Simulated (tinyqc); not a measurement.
Effective mass of the conduction band from tabulated energies: one step. Which mass for which use. Three cases, with inputs chosen for the exercise.

Task: From the fitted m and alpha: momentum mass at energy E, m (1 + 2 alpha E); curvature mass m (1 + 2 alpha E)^3; thermal factors to first order in alpha kT: density of states Nc (1 + 15 alpha kT/4), conductivity mass m (1 + 5 alpha kT). Take E = 3 kT/2.

Constants: kB = 8.617333262e-05 eV/K.

Give: alpha kT; momentum mass; curvature mass; factor on Nc; thermal conductivity mass.

Case 1.

Values chosen (out of a larger set: band of an eight-band Kane model near GaAs; not measured data): T = 300 K (temperature).

m = 0.0670528 m0
alpha = 0.55822 1/eV

Result:

alpha kT = 0.0144
momentum mass = 0.06996 m0
curvature mass = 0.07614 m0
factor on Nc = 1.0541
thermal conductivity mass = 0.07189 m0

alpha kT is small, so first order serves.

Case 2.

Values chosen (out of a larger set: band of an eight-band Kane model near InP; not measured data): T = 300 K (temperature).

m = 0.0769756 m0
alpha = 0.85735 1/eV

Result:

alpha kT = 0.0222
momentum mass = 0.08209 m0
curvature mass = 0.09337 m0
factor on Nc = 1.0831
thermal conductivity mass = 0.08551 m0

alpha kT is small, so first order serves.

Case 3.

Values chosen (out of a larger set: band of an eight-band Kane model near InAs; not measured data): T = 300 K (temperature).

m = 0.0252908 m0
alpha = 2.81067 1/eV

Result:

alpha kT = 0.0727
momentum mass = 0.03080 m0
curvature mass = 0.04570 m0
factor on Nc = 1.2725
thermal conductivity mass = 0.03448 m0

alpha kT is not small, so first order is only a guide.

Computed by tinyqc, one run a case: `OMP_NUM_THREADS=1 python tinyqc.py N N+1 out.jsonl` with N = 1850020, 1850103, 1850360; one thread of a shared Intel(R) Xeon(R) Processor @ 2.30GHz, about 0.01 s a run at most.
